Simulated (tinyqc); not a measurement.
A spin-degenerate level with charging energy between two leads, rate equations: two steps of the calculation.

States 0, up, down and 2 with energies 0, e1 - Ez/2, e1 + Ez/2 and 2 e1 + U. mu_L = +V/2, mu_R = -V/2 (meV), f(x) = 1/(1 + exp(x/kB T)). A transition that adds one electron of given spin at the energy E has the rate G f(E - mu) from each lead, and its reverse G [1 - f(E - mu)]. I counts electrons leaving the left lead, times q.

Values chosen for this exercise:
```
symbol,value,unit,meaning
U,7.4,meV,charging energy of the second electron
e1,0.09,meV,level
GL,3,1/ns,tunnel rate to the left lead
GR,4.8,1/ns,tunnel rate to the right lead
T,1.9,K,temperature
V,13,mV,bias
Ez,1.4,meV,Zeeman splitting
```

Constants: q = 1.602176634e-19 C, kB = 1.380649e-23 J/K, Vt = kB T/q. Results are converted to the units shown.

Question 1. Transition energies and Fermi factors. Transition energies: 0-up e1 - Ez/2, 0-down e1 + Ez/2, up-2 e1 + U + Ez/2, down-2 e1 + U - Ez/2.

Find: E; fL; fR.

Answer 1.

```
transition	E (meV)	fL	fR (1e-16)
0-up	-0.610	1.000	2.381
0-down	0.790	1.000	0.000
up-2	8.190	0.000	0.000
down-2	6.790	0.145	0.000
```

Question 2. Steady state and current. Steady state: W p = 0 with sum p = 1. I = q GL sum over transitions i-j of [fL p_i - (1 - fL) p_j].

W (1/ns):
```
	0	up	down	2
0	-6.000000	4.800000	4.800000	0.000000
up	3.000000	-4.800099	0.000000	7.799901
down	3.000000	0.000000	-5.236174	7.363826
2	0.000000	0.000099	0.436174	-15.163728
```

fL, transition 0-up to down-2: 1.0000000  1.0000000  0.0000329  0.1453912

Find: p; mean number of electrons; I.

Answer 2.

p: 0 0.4411, up 0.2880, down 0.2634, 2 0.0076
mean number of electrons = 0.5665
I = 435.7 pA

In units of q GL GR/(GL + GR) = 296 pA the current is 1.47; two independent spin channels fully inside the bias window would give 2.

Range of the model: Rate equations need hbar G well below kB T; cotunnelling and the Kondo effect are left out.

Numbers from tinyqc (`OMP_NUM_THREADS=1 python tinyqc.py 2780112 2780113 out.jsonl`; about 0.01 s on one thread of a shared Intel Xeon 2.30GHz).
